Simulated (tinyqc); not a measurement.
# Minority carriers and saturation current of a heavily doped emitter: effect of temperature on the narrowing factor

n-type, parabolic bands, full ionisation. eta = (EF - Ec)/kB T solves N = Nc F12(eta), F12(x) = (2/sqrt(pi)) int_0^infinity sqrt(u)/(1 + exp(u - x)) du. The gap shrinks rigidly by dEg = a3 y^(1/3) + a4 y^(1/4) + a2 y^(1/2), y = N/1e18 cm^-3, an empirical law that is here taken as the true narrowing.

Nc is given at 300 K and scales as T^1.5; dEg is held. The factor nie^2/ni^2 = exp(dEg/kB T) g, g = F12(eta) exp(-eta), divides the current gain of a transistor with this emitter.

Values chosen for this exercise; band and dielectric values close to those of silicon:
- Nc = 2.82e19 cm^-3 (conduction-band density of states at 300 K)
- N = 1e20 cm^-3 (ionised donor density)
- a3 = 13.2 meV (coefficient of (N/1e18)^(1/3))
- a4 = 4.9 meV (coefficient of (N/1e18)^(1/4))
- a2 = 2.6 meV (coefficient of (N/1e18)^(1/2))

Constants: q = 1.602176634e-19 C, kB = 1.380649e-23 J/K, Vt = kB T/q. Results are converted to the units shown.

Result of one run:

| T (K) | eta | g | nie^2/ni^2 | its logarithm |
|---|---|---|---|---|
| 350 | 1.9934 | 0.38337 | 11.571 | 2.4485 |

What becomes of these results when the temperature T is changed from 350 to 250 K, all else the same?

Result of the changed run:

| T (K) | eta | g | nie^2/ni^2 | its logarithm |
|---|---|---|---|---|
| 250 | 3.0930 | 0.21147 | 24.939 | 3.2164 |

The whole series:

| T (K) | eta | g | nie^2/ni^2 | its logarithm |
|---|---|---|---|---|
| 150 | 5.4678 | 0.042332 | 120.06 | 4.7880 |
| 200 | 4.0014 | 0.11915 | 46.307 | 3.8353 |
| 250 | 3.0930 | 0.21147 | 24.939 | 3.2164 |
| 300 | 2.4633 | 0.30196 | 16.081 | 2.7776 |
| 350 | 1.9934 | 0.38337 | 11.571 | 2.4485 |
| 400 | 1.6241 | 0.45395 | 8.9492 | 2.1916 |
| 450 | 1.3227 | 0.51427 | 7.2794 | 1.9851 |

The factor falls from 120 to 7.28. Its slope against q/kB T is 49.3 meV between the first two rows and 64.1 meV between the last two, against dEg = 103 meV: degeneracy takes back part of the narrowing. The factor grows on cooling, so the current gain of such a transistor falls.

Range of the model: Band tails, non-parabolic bands and incomplete ionisation are left out.

Numbers from tinyqc (`OMP_NUM_THREADS=1 python tinyqc.py 2330001 2330002 out.jsonl`; about 0.01 s on one thread of a shared Intel Xeon 2.30GHz).
